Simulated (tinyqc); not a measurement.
Effective mass of the split-off band from tabulated energies: one step. Finite differences. The numbers come from values chosen for the exercise (band of an eight-band Kane model near CdTe).

c = hbar^2/2m0. A uniform scatter of up to 0.1 meV has been added to mimic numerical noise.
Constants: hbar^2/2m0 = 3.80998211 eV angstrom^2.

Energies along [110], from the band edge downward:
```
k (1/angstrom)     E (meV)
0.0000000         0.000000
0.0180000         4.680500
0.0360000        19.265200
0.0540000        43.860100
0.0720000        79.395000
0.0900000       126.587400
0.1080000       186.741600
0.1260000       260.323200
0.1440000       347.521700
```

reference mass (curvature of the model at k = 0.0001 1/angstrom) = 0.2600238 m0

Question. The band is even in k. m = c k^2/E(k) from the points 1, 2, 4 (k = 0 is point 0); Richardson from points 1 and 2: c/m = [16 E(k1) - E(k2)]/(12 k1^2).

Give: m from points 1, 2, 4; m by Richardson.

Answer.

m from points 1, 2, 4 (m0): 0.26374  0.25630  0.24877

m by Richardson = 0.26632 m0

Errors against the reference: +1.43, -1.43 and -4.33 % and +2.42 %. The extrapolation does not help: a scatter of 0.1 meV is 2 % of the first energy, and the formula weights that point by 4/3.

tinyqc: `OMP_NUM_THREADS=1 python tinyqc.py 1850878 1850879 out.jsonl`; about 0.01 s, one thread, shared Intel(R) Xeon(R) Processor @ 2.30GHz.
